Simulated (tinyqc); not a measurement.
Gate sweep: ballistic transport through the one-dimensional subbands of a rectangular nanowire or nanosheet channel. Computed by tinyqc, a small Python program. Command: `OMP_NUM_THREADS=1 python tinyqc.py 3022782 3022783 out.jsonl wire walk`. One thread of a shared host (Intel(R) Xeon(R) Processor @ 2.30GHz), about 0.04 s of CPU time with the checks.

Hard walls, parabolic subbands, transport along x. Energies are counted from the bulk conduction band edge at the top of the barrier, which the gate pulls down by U; the source Fermi level lies at the bulk edge when U = 0.

Inputs (values chosen for the exercise, modelled on silicon):
```
quantity                      value  unit
light mass m_t                 0.19   m_0
heavy mass m_l                0.921   m_0
height a                        4.2    nm
width b                         4.8    nm
equivalent oxide thickness t    1.7    nm
drain voltage V_D              0.05     V
temperature T                   300     K
```

Valleys: silicon [100] wire.

Constants: hbar^2/(2 m_0) = 3.80998212 eV angstrom^2; k_B = 8.617333262e-05 eV/K; m_0 = 9.1093837015e-31 kg; k_B = 1.380649e-23 J/K; hbar = 1.054571817e-34 J s; eps_0 = 8.8541878128e-12 F/m; e = 1.602176634e-19 C; h = 6.62607015e-34 J s.

Method:
- E_pq = (hbar^2 pi^2/2)(p^2/(m_y b^2) + q^2/(m_z a^2)); valley pairs: (m_x, m_y, m_z) = (m_t, m_t, m_l), (m_t, m_l, m_t), (m_l, m_t, m_t), each with degeneracy g = 2; the 10 lowest subbands are kept.
- F_j(eta) = (1/Gamma(j + 1)) int_0^infinity x^j/(1 + exp(x - eta)) dx, F_0 = ln(1 + exp(eta)). Integrals over x = E/(k_B T) use 160 Gauss-Legendre points in u = sqrt(x) from 0 to sqrt(max(eta, 0) + 32).
- With degeneracy g = 2, eta_i = (U - E_i)/(k_B T) and u = e V_D/(k_B T): line density n = sum_i g sqrt(2 m_x k_B T/pi)/(2 hbar) [F_-1/2(eta_i) + F_-1/2(eta_i - u)]; gate: e n = C_ox (V_G - U/e), C_ox = 3.9 eps_0 2 (a + b)/t (flat-plate estimate); I = (2 e k_B T/h) sum_i g [F_0(eta_i) - F_0(eta_i - u)].
- Open modes are sum_i g/(1 + exp(-eta_i)). The last column is e dn/dV_G over C_ox, taken up to the next row.

Subbands:
```
valley axis  p  q  E (meV)  m_x (m_0)
z            1  1  109.044      0.190
y            1  1  129.915      0.190
z            1  2  178.480      0.190
y            2  1  183.077      0.190
x            1  1  198.093      0.921
y            3  1  271.680      0.190
z            1  3  294.207      0.190
z            2  1  366.740      0.190
y            4  1  395.725      0.190
z            2  2  436.176      0.190
```

Against the gate voltage:
```
V_G (V)  U (meV)    n (1/nm)  I (microampere)  open modes    C_g/C_ox
-0.190   -190.00  3.6094e-06       5.2105e-05  3.0408e-05  7.1740e-04
-0.091    -91.07  1.6569e-04       2.3918e-03  1.3957e-03  4.8662e-02
0.029      23.09  1.3492e-02       1.9498e-01  1.1251e-01  4.8126e-01
0.160      91.04  1.5737e-01       2.2876e+00  1.1840e+00  7.5740e-01
0.260     115.30  3.3021e-01       4.7709e+00  2.2254e+00  8.3664e-01
0.390     136.54  5.7841e-01       8.1395e+00  3.4124e+00  8.7816e-01
0.530     153.60  8.5897e-01       1.1587e+01  4.4962e+00  9.0252e-01
0.690     169.19  1.1885e+00       1.5199e+01  5.5702e+00  9.1815e-01
0.860     183.11  1.5447e+00       1.8711e+01  6.5656e+00  9.2939e-01
1.100     200.06  2.0537e+00       2.3221e+01  7.7411e+00           -
```

What follows from these numbers?

Between the first two rows the current rises one decade per 60 mV, against the limit ln(10) k_B T/e = 60 mV. Above threshold C_g/C_ox lies between 0.76 and 0.93: the quantum capacitance in series costs little, since heavy or many subbands hold the charge.

Extremes, crossings and ranges named in words are read from the listed rows.
